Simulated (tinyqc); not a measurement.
Free and trapped electrons in a MOS channel with a dense trap tail: two steps of the calculation.

p-type body, charge-sheet picture, full ionisation (an idealisation for deep acceptors), Boltzmann statistics for free electrons. e = Ec - EF at the surface. Acceptor-like traps of density D(E) = D0 + De exp(-E/Ew) at depth E below Ec, from 0 to Eu, hold n_t = integral of D(E)/(1 + exp((e - E)/Vt)). psi = Eg - Vt ln(Nv/Na) - e; N_dep = sqrt(2 eps0 eps_r Na (psi - Vt)/q); n_f = sqrt(N_dep^2 + 2 eps0 eps_r Vt Nc exp(-e/Vt)/q) - N_dep; Vg = Vfb + psi + q (N_dep + n_t + n_f)/Cox, Cox = eps0 eox/tox.

Inputs (values chosen for the exercise); band and dielectric values close to those of 4H silicon carbide:
```
symbol    value         unit                                             meaning
T           250            K                                         temperature
Eg         3.22           eV                                            band gap
eps_r      9.77                                            relative permittivity
Nc      1.29e19        cm^-3              conduction-band density of states at T
Nv      1.88e19        cm^-3                 valence-band density of states at T
eox         3.9                           relative permittivity of the insulator
tox          56           nm                                 insulator thickness
Na       5.1e16        cm^-3                                    acceptor density
Vfb        -2.8            V            flat-band voltage without trapped charge
D0       4.1e10  cm^-2 eV^-1  constant background density of acceptor-like traps
De         6e13  cm^-2 eV^-1          density of the tail at the conduction edge
Ew         0.12           eV                            decay energy of the tail
Eu         0.92           eV        depth below Ec down to which the traps reach
mf          150   cm^2/(V s)                          mobility of free electrons
e         0.076           eV                              Ec - EF at the surface
```

Constants: q = 1.602176634e-19 C, kB = 1.380649e-23 J/K, Vt = kB T/q, eps0 = 8.8541878128e-14 F/cm where lengths are in cm. Results are converted to the units shown.

Task 1. Trapped charge. Trapezoid rule on 12 equal steps from 0 to Eu, f = 1/(1 + exp((e - E)/Vt)).

Find: E; D(E) f; n_t.

Result 1.

E, point 0 to 12 (eV): [0, 0.07667, 0.1533, 0.2300, 0.3067, 0.3833, 0.4600, 0.5367, 0.6133, 0.6900, 0.7667, 0.8433, 0.9200]
D(E) f, point 0 to 12 (cm^-2 eV^-1): [1.713e12, 1.610e13, 1.631e13, 8.860e12, 4.700e12, 2.500e12, 1.339e12, 7.263e11, 4.028e11, 2.320e11, 1.418e11, 9.421e10, 6.909e10]
n_t = 4.010e12 cm^-2

Task 2. Charges and gate voltage. psi, N_dep, n_f and Vg as defined, with the n_t given; free share n_f/(n_f + n_t); apparent mobility mf n_f/(n_f + n_t); gate voltage spent on traps q n_t/Cox.

n_t = 4.0096421e12 cm^-2

Find: psi; N_dep; n_f; Vg; free share; apparent mobility; gate voltage spent on traps.

Result 2.

psi = 3.0167 V
N_dep = 1.2843e12 cm^-2
n_f = 3.3867e10 cm^-2
Vg = 14.060 V
free share = 0.83757 %
apparent mobility = 1.2564 cm^2/(V s)
gate voltage spent on traps = 10.418 V

Program tinyqc, `OMP_NUM_THREADS=1 python tinyqc.py 2222036 2222037 out.jsonl`; Intel Xeon 2.30GHz, shared host, one thread, about 0.04 s.
